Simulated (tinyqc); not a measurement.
Inside a calculation. Model: a discretised effective-mass wire between two leads, recursive Green functions.

Computed by the program tinyqc: `OMP_NUM_THREADS=1 python tinyqc.py 2660039 2660040 out.jsonl`, one thread of a shared Intel Xeon 2.30GHz, about 0.02 s for the whole run. Printed values are rounded.

Finite differences on a grid of step a give a chain with hopping -t, t = C/(m a^2), C = hbar^2/(2 m0), and site energies 2 t + U_i for the N = 9 sites of the device; the semi-infinite leads have site energy 2 t. Each slice is one site, and V = -t couples neighbouring slices.

Parameters, values chosen for the exercise:
- m = 0.041 m0 (effective mass)
- a = 0.76 nm (grid step)
- U = [0, 0.525, 0.9, 1.125, 1.2, 1.125, 0.9, 0.525, 0] eV (potential on the sites 1 to N)
- E = 0.632 eV (energy above the band bottom of the leads)

Constants: q = 1.602176634e-19 C, hbar = 1.054571817e-34 J s, h = 6.62607015e-34 J s, m0 = 9.1093837015e-31 kg, hbar^2/(2 m0) = 0.0380998212 eV nm^2. Results are converted to the units shown.

## Self-energy of the leads

Sigma = t^2 g(E - 2 t), g(x) = (x - i sqrt(4 t^2 - x^2))/(2 t^2) for |x| < 2 t and (x - sign(x) sqrt(x^2 - 4 t^2))/(2 t^2) otherwise; Gamma = i (Sigma - Sigma^dagger); both leads give the same.

t = 1.60884 eV
Sigma = -1.29284-0.95756i eV
Gamma = 1.91513 eV
open modes = 1

## Forward pass

Forward pass: g_1 = (E - H_1 - Sigma)^(-1), g_i = (E - H_i - V g_(i-1) V^dagger)^(-1), with Sigma also subtracted on the last slice; G_(i,1) = g_i V G_(i-1,1), starting from g_1. H_i is the block of slice i, its site energy.

```
site         g_i (1/eV)  G_(i,1) of the forward pass (1/eV)
1     -0.49948-0.36995i                 -0.499482-0.369951i
2     -0.43062-0.22683i                 -0.211030-0.438579i
3     -0.39738-0.09840i                 -0.065486-0.313802i
4     -0.36951-0.03509i                 -0.021215-0.190246i
5     -0.35309-0.01133i                 -0.008582-0.108458i
6     -0.35752-0.00375i                 -0.004282-0.062435i
7     -0.39057-0.00148i                 -0.002542-0.039243i
8     -0.47625-0.00087i                 -0.001893-0.030072i
9     -0.06502-1.03780i                  0.050011-0.006306i
```

## Transmission

G_(N,1) = 0.0500110-0.0063058i 1/eV

T(E) = Tr[Gamma G_(N,1) Gamma G_(N,1)^dagger]. Conductance (2 q^2/h) T(E).

T(E) = 0.00931917
conductance = 0.722058 uS

Inverting the whole matrix gives the same value.

## Backward pass

Backward pass: G_NN = g_N, G_ii = g_i + g_i V^dagger G_(i+1,i+1) V g_i; local density of states -Im G_ii/pi on each site.

```
site        G_ii (1/eV)  local density of states (1/eV)
1     -0.06502-1.03780i                        0.330341
2     -0.51220-0.61027i                        0.194256
3     -0.59099-0.24398i                        0.077660
4     -0.55132-0.08856i                        0.028190
5     -0.52898-0.05130i                        0.016331
6     -0.55132-0.08856i                        0.028190
7     -0.59099-0.24398i                        0.077660
8     -0.51220-0.61027i                        0.194256
9     -0.06502-1.03780i                        0.330341
```

A site of an infinite clean chain has 1/(pi sqrt(4 t^2 - x^2)) = 0.166 1/eV at this energy (x counted from the band centre); the device goes from 0.0163 (site 5) to 0.330 (site 1).

## States fed from the left, and the bond current

The full first column follows backwards from c_N = G_(N,1): c_i = G_(i,1)(forward) + g_i V^dagger c_(i+1). The density of states fed by the left lead is Gamma |c_i|^2/(2 pi), and the current on bond i is 2 t Gamma Im(c_(i+1) conj(c_i)) in units of T(E).

```
site         c_i (1/eV)  density fed from the left (1/eV)
1     -0.06502-1.03780i                          0.329566
2     -0.04836-0.79526i                          0.193481
3     -0.02850-0.49983i                          0.076397
4     -0.01337-0.28767i                          0.025278
5     -0.00235-0.16366i                          0.008165
6      0.00784-0.09742i                          0.002912
7      0.02044-0.06104i                          0.001263
8      0.03643-0.03483i                          0.000774
9      0.05001-0.00631i                          0.000774
```

bond current, bond 1 to 8 (in units of 1e-3): 9.31917  9.31917  9.31917  9.31917  9.31917  9.31917  9.31917  9.31917

The bond current is the same on every bond and equals T(E): the current is conserved.
